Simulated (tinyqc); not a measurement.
Wannier functions of a composite (isolated) pair of valence bands (bonds of an sp chain), step by step. Values are carried at full precision from step to step, so a last printed digit may differ when a step is redone from the rounded ones.

Each atom has a hybrid pointing left (<) and right (>). H(k): diagonal +V3 on A, -V3 on B; <A<|A>> = -V1a, <B<|B>> = -V1b, <A>|B<> = -V2, <B>|A<> = -V2p exp(ik); k in 1/a, Bloch sums with exp(ikR). The two lowest bands are filled. Trial functions in cell 0: g1 = cos(c) A> + sin(c) B<, and g2 = sin(c) B> + cos(c) A< of cell 1, whose Bloch vector has cos(c) exp(-ik) on A<. Projection A_mn = <psi_m|g_n>, S = A^+ A, Loewdin U = A S^(-1/2), Bloch-like states w_n = sum_m psi_m U_mn, H_W(k) = U^+ diag(E) U. P = sum_m |psi_m><psi_m| is free of phase choices, and S = g^+ P g, w = P g S^(-1/2).

Values chosen for the exercise: V2 = 3.68 eV (coupling in the bond A-B inside the cell); V2p = 4.07 eV (coupling in the bond to the next cell); V1a = 1.39 eV (coupling of the two hybrids on A); V1b = 1.76 eV (the same on B); V3 = 1.86 eV (A at +V3, B at -V3); j = 3 (mesh point, k = 2 pi j/N); N = 5 (k points); c = 35 degrees (trial bonds cos(c) on A, sin(c) on B); xb = 0.6 a (position of B (A at 0)).

## H at one mesh point

Fill in the matrix.

H(k) (eV):
```
                A<       A>       B<              B>
A<          1.8600  -1.3900        0  3.2927-2.3923i
A>         -1.3900   1.8600  -3.6800               0
B<               0  -3.6800  -1.8600         -1.7600
B>  3.2927+2.3923i        0  -1.7600         -1.8600
```

## Levels and the projector on the filled bands

Diagonalise; P = sum over the two lowest states of |psi><psi|.

levels (eV): -5.4620  -3.5641  3.8649  5.1612

P:
```
                 A<               A>              B<               B>
A<           0.3213   0.1351-0.0436i  0.0570-0.0217i  -0.3650+0.2468i
A>   0.1351+0.0436i           0.3053  0.4336-0.0164i  -0.0576+0.0176i
B<   0.0570+0.0217i   0.4336+0.0164i          0.6945   0.1378-0.0344i
B>  -0.3650-0.2468i  -0.0576-0.0176i  0.1378+0.0344i           0.6789
```

The filled states put 1.253 electrons on A and 2.747 on B at this k.

## Loewdin orthogonalisation

The trial vectors are the columns g1 = (0, cos c, sin c, 0), g2 = (cos c exp(-ik), 0, 0, sin c), k = 2 pi j/N. Form S = g^+ P g, its eigenvalues, S^(-1/2), and w = P g S^(-1/2).

S:
```
                 1                2
1           0.8408  -0.1000+0.0341i
2  -0.1000-0.0341i           0.8528
```

eigenvalues of S: 0.7410  0.9526

S^(-1/2):
```
                1               2
1          1.0970  0.0648-0.0221i
2  0.0648+0.0221i          1.0892
```

w:
```
                 1                2
A<  0.1234-0.0429i  -0.4518+0.3164i
A>  0.5368-0.0105i  -0.1243+0.0388i
B<  0.8288+0.0150i   0.0827-0.0230i
B>  0.0837+0.0216i   0.8193-0.0136i
```

The combinations of the trial bonds that diagonalise S lie 74.1 to 95.3 % inside the filled space; an eigenvalue near zero would mark a poor choice.

## The Hamiltonian in the new basis

H_W = w^+ H w; its eigenvalues must be the two filled levels.

H_W(k) (eV):
```
               1              2
1         -4.337  -0.909-0.206i
2  -0.909+0.206i         -4.690
```

eigenvalues (eV): -5.462  -3.564

## Hoppings between the Wannier functions

H_mn(R) = (1/N) sum_k exp(-ikR) H_W,mn(k), the coupling of function m in cell 0 to function n in cell R.

H(R) (eV):
```
R        11       12       21       22
-2   0.0019   0.0002  -0.0019   0.0023
-1   0.0555  -0.3790  -0.0327   0.0593
0   -4.2480  -1.2419  -1.2419  -4.5950
1    0.0555  -0.0327  -0.3790   0.0593
2    0.0019  -0.0019   0.0002   0.0023
```

The bond levels are -4.248 and -4.595 eV, against -sqrt(V2^2 + V3^2) = -4.123 and -4.475 for isolated bonds. Neighbouring bonds couple by -1.242 eV through B; the bond-orbital estimate is -V1b (1 + ap)/2 = -1.261 with the mean V2 in ap = V3/sqrt(V2^2 + V3^2).

## The functions in real space

w_n(R) = (1/N) sum_k exp(ikR) w_n(k); point-like hybrids at R (A) and R + xb (B) give centres and spreads.

Function 1:
```
R        A<       A>       B<       B>
-2  -0.0003   0.0003  -0.0002  -0.0018
-1   0.0016   0.0060  -0.0079  -0.0386
0    0.0627   0.5308   0.8385   0.0537
1   -0.0784  -0.0137   0.0203   0.0008
2   -0.0046  -0.0008   0.0014  -0.0001
```

centres (a): 1 0.4299, 2 0.7195

spreads (a^2): 1 0.0771, 2 0.0387

Function 1 has 98.5 % of its weight on the two hybrids of its bond. Its centre lies +0.1299 a from the middle of the bond, towards B, the atom with the lower level.

## Checks

- Eigenvalues of H_W against the filled levels: they agree to 1e-10 or better.
- W^+ w against the unit matrix: they agree to 1e-10 or better.

Program tinyqc; command `OMP_NUM_THREADS=1 python tinyqc.py 1450014 1450015 out.jsonl`; about 0.2 s on one thread of a shared Intel(R) Xeon(R) Processor @ 2.30GHz.
